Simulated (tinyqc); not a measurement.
Inside a calculation. Model: vertical double-diffused power MOSFET, components of the on-resistance.

Numbers from tinyqc (`OMP_NUM_THREADS=1 python tinyqc.py 2230055 2230056 out.jsonl`; about 0.01 s on one thread of a shared Intel Xeon 2.30GHz). Printed values are rounded.

Stripe cells of pitch Wp + a, two channels a cell. Current flows through the channels, spreads in the accumulation layer, passes the gap between the p bodies and spreads at 45 degrees into the drift layer below them. Low drain voltage, full ionisation.

Parameters, values chosen for the exercise; bulk values close to those of gallium nitride: temperature T = 400 K; relative permittivity eps_r = 9.3; critical-field constant Kc = 26100 V/cm per (cm^-3)^(1/8); rated breakdown voltage of the drift layer BV = 650 V; drift mobility at 300 K mud = 932 cm^2/(V s); temperature exponent of the drift mobility bt = 2.5; gate oxide thickness (eps_r 3.9) tox = 44 nm; gate overdrive Vov = 10 V; channel mobility mch = 16 cm^2/(V s); accumulation-layer mobility mac = 62 cm^2/(V s); channel length Lc = 1 um; width of the p body in one cell, channels included Wp = 5.1 um; gap between neighbouring p bodies a = 3.7 um; depth of the p body xp = 1.1 um; doping of the gap over the drift doping Nj = 1; built-in voltage of the body junction Vbi = 3.06 V; substrate and contact resistance Rs = 0.16 mohm cm^2.

Constants: q = 1.602176634e-19 C, eps0 = 8.8541878128e-14 F/cm where lengths are in cm. Results are converted to the units shown.

## Drift layer

Triangular field at breakdown with Ec = Kc N^(1/8): BV = eps0 eps_r Ec^2/(2 q N), so N = (eps0 eps_r Kc^2/(2 q BV))^(4/3); W = 2 BV/Ec; mu = mud (T/300 K)^(-bt); rho = 1/(q mu N); ideal resistance rho W.

N = 3.746956e16 cm^-3
Ec = 3.078579 MV/cm
W = 4.222727 um
mu = 454.0138 cm^2/(V s)
rho = 0.3668951 ohm cm
ideal resistance = 0.1549298 mohm cm^2

## Components of the on-resistance

Pitch p = Wp + a, Cox = 3.9 eps0/tox; zero-bias depletion in the gap w0 = sqrt(2 eps0 eps_r Vbi/(q N Nj)), open gap g = a - 2 w0; R_ch = Lc p/(2 mch Cox Vov); R_acc = 0.6 a p/(4 mac Cox Vov), 0.6 being an empirical factor for current leaving the layer along its length; R_gap = (rho/Nj) xp p/g; spreading depth t = min(W, (p - g)/2); R_drift = (rho p/2) ln((g + 2 t)/g) + rho (W - t); R_on = the sum with Rs.

w0 = 0.2897324 um
g = 3.120535 um
components (mohm cm^2): channel 3.504064, accumulation 1.003745, gap 0.1138120, drift 0.2181075, substrate 0.16
R_on = 4.999728 mohm cm^2
shares (%): channel 70.08509, accumulation 20.07599, gap 2.27636, drift 4.36239, substrate 3.20017

The channel term is the largest. R_on is 32.3 times the ideal drift resistance, and spreading raises the drift term to 1.41 times it.
